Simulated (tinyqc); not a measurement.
# Worked calculation: resistance of a source-drain extension with a graded tip

tinyqc, about 0.03 s, one thread, Intel Xeon 2.30GHz (shared host): `OMP_NUM_THREADS=1 python tinyqc.py 2282139 2282140 out.jsonl` Printed values are rounded.

y runs along the channel, the gate covers y > 0. The doping is N0 for y < y0 and N0 10^(-(y - y0)/la) beyond, uniform over the depth xj. Sheet conductance s(y) = q mu(N) max(N - Nch, 0) xj + (for y > 0) ma Cox Vo, with mu(N) = u0 + (u1 - u0)/(1 + (N/Nr)^au) and Cox = eps0 eox/tox. Current is taken as one-dimensional; depletion of the tip, spreading and the contact are left out. The metallurgical junction lies at yj, where N = Nch.

Parameters, values chosen for the exercise; mobility law close to that of electrons in silicon:
- eox = 24.5 (relative permittivity of the gate insulator (close to zirconium oxide))
- tox = 6 nm (insulator thickness)
- N0 = 1.8e20 cm^-3 (active doping of the extension far from the gate)
- la = 6.7 nm/decade (lateral abruptness)
- y0 = 0.1 nm (position under the gate where the fall begins (gate edge at 0))
- xj = 20 nm (depth of the extension)
- Nch = 9.1e17 cm^-3 (channel doping)
- Vo = 0.55 V (gate overdrive)
- ma = 110 cm^2/(V s) (mobility of the gate-induced layer)
- u1 = 1414 cm^2/(V s) (mobility at low doping)
- u0 = 68.5 cm^2/(V s) (mobility at high doping)
- Nr = 9.2e16 cm^-3 (reference doping)
- au = 0.711 (exponent)
- Lg = 50 nm (gate length)

Constants: q = 1.602176634e-19 C, eps0 = 8.8541878128e-14 F/cm where lengths are in cm. Results are converted to the units shown.

## Sheet resistances and junction position

yj = y0 + la log10(N0/Nch); sheet resistance of the full extension 1/[q mu(N0)(N0 - Nch) xj] and of the gate-induced layer 1/(ma Cox Vo); metallurgical length Lg - 2 yj; ye is where the doped and the gate-induced conductances are equal.

yj = 15.48475 nm
sheet resistance of the extension = 233.5289 ohm/square
sheet resistance of the induced layer = 4571.735 ohm/square
metallurgical length = 19.03050 nm
ye = 9.997415 nm
N at ye = 5.998551e18 cm^-3

The gate takes over 5.49 nm before the junction, where N is still 6.59 times the channel doping.

## Resistance of the overlapped part

Midpoint rule on 12 equal steps from 0 to yj: R_ov = sum h/s(y), per width.

```
point	y (nm)	N (cm^-3)	doped conductance (uS)	sheet resistance (ohm/square)
0	0.6451979	1.492450e20	3587.986	262.6932
1	1.935594	9.578628e19	2373.075	385.8307
2	3.225989	6.147619e19	1582.988	555.0243
3	4.516385	3.945577e19	1066.478	778.0812
4	5.806781	2.532294e19	726.2614	1058.205
5	7.097176	1.625241e19	499.6845	1391.944
6	8.387572	1.043089e19	346.3072	1769.778
7	9.677968	6.694607e18	239.9326	2180.226
8	10.96836	4.296637e18	163.4880	2616.272
9	12.25876	2.757607e18	105.7456	3081.845
10	13.54915	1.769848e18	59.23406	3597.518
11	14.83955	1.135899e18	18.92865	4207.621
```

R_ov = 28.240 ohm um

The exact integral is 28.278 ohm um; the coarse sum is 0.13 % below it.
